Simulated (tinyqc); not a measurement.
Worked calculation: hydrogen passivation of interface dangling bonds: competing passivation and dissociation with distributed barriers. Computed by tinyqc, a small Python program that keeps every step. Command: `OMP_NUM_THREADS=1 python tinyqc.py 3021914 3021915 out.jsonl passiv walk`. One thread of a shared host (Intel(R) Xeon(R) Processor @ 2.30GHz), about 0.02 s of CPU time with the checks. Intermediate numbers are printed to about 6 digits and carried at full precision; extremes and crossings named in words are read from the listed rows.

P_b + H2 gives P_bH + H at the rate k_f [H2]; P_bH gives P_b + H at the rate k_d. All defects start unpassivated. E_f and E_d are Gaussian and independent.

Inputs (values chosen for the exercise, close to those used for P_b centres at the silicon-oxide interface):
```
quantity                                      value          unit
defect density N0                           4.5e+12        1/cm^2
passivation prefactor k_f0                  7.5e-07        cm^3/s
mean passivation barrier E_f                    1.6            eV
spread sigma_f                                0.085            eV
dissociation prefactor k_d0                 2.3e+13           1/s
mean dissociation barrier E_d                  2.81            eV
spread sigma_d                                0.087            eV
H2 in the oxide per atm, solubility factor  7.1e+17  1/(cm^3 atm)
hydrogen pressure p                            0.05           atm
anneal temperature T                            250             C
anneal time t                                  1500             s
oxide thickness                                  12            nm
```

Constants: k_B = 8.617333262e-05 eV/K; e = 1.602176634e-19 C; eps_0 = 8.8541878128e-12 F/m.

## Single barriers

[H2] = solubility factor x p; a = k_f0 [H2] exp(-E_f/(k_B T)), d = k_d0 exp(-E_d/(k_B T)). For one pair of barriers the active share is y = [d + a exp(-(a + d) t)]/(a + d). Temperatures in kelvin are T(C) + 273.15.

passivation rate a = 1.02719e-05 1/s

dissociation rate d = 1.95670e-14 1/s

a t = 0.0154079

steady active share d/(a + d) = 1.90491e-09

active share, single barriers = 0.984710

The anneal is too short or cold to finish.

## Distributed barriers

Average y over both Gaussians with 40 x 40 Gauss-Hermite points. Active density N0 y; threshold shift if each active defect holds one charge, e N0 y t_ox/(3.9 eps_0).

active share y = 0.939120

active density = 4.22604e+12 1/cm^2

threshold shift = 2352.94 mV

The spread changes the remainder by a factor 0.954: sigma_f/(k_B T) = 1.89 and sigma_d/(k_B T) = 1.93.

## Best anneal temperature for this time and pressure

Minimise the averaged y over T between 150 and 900 C: find where ln y is equal at T - 0.05 and T + 0.05 C; T is rounded to 0.1 C.

best temperature = 473.1 C

least active share = 4.04256e-05

Caution: a least active share below 1e-3 is a property of the model; measured passivation levels off well above it. Caution: atomic hydrogen, which both passivates and depassivates, and further passivation during cooling are left out.

## Isochronal anneals

The formulas are those given above.

Active share after the time t:
```
T (C)      a (1/s)      d (1/s)  single barriers  distributed
200    2.41445e-07  2.69705e-17      9.99638e-01  9.97023e-01
250    1.02719e-05  1.95670e-14      9.84710e-01  9.39120e-01
300    2.27140e-04  4.49835e-12      7.11265e-01  6.06764e-01
350    3.05601e-03  4.32131e-10      1.02140e-02  1.46464e-01
400    2.79459e-02  2.10697e-08      7.53946e-07  8.23409e-03
450    1.88177e-01  6.00166e-07      3.18935e-06  1.06912e-04
500    9.90124e-01  1.10852e-05      1.11956e-05  5.93100e-05
600    1.54942e+01  1.38851e-03      8.96065e-05  3.29563e-04
700    1.37772e+02  6.44490e-02      4.67575e-04  1.32552e-03
800    8.15255e+02  1.46309e+00      1.79143e-03  4.16936e-03
```

The distributed share is least at 500 C among these rows, 5.9e-5, and the search puts the optimum at 473.1 C. On the cold side defects with high E_f survive; on the hot side dissociation, with the larger barrier, gains on passivation with an energy E_d - E_f = 1.21 eV. In that row single barriers give 1.1e-5, so the spread raises the floor. Caution: shares below about 1e-3 in these rows are formal; measured passivation levels off well above them.

Checks made by the program: Gauss-Hermite average against a fine uniform grid (relative difference 5e-08).
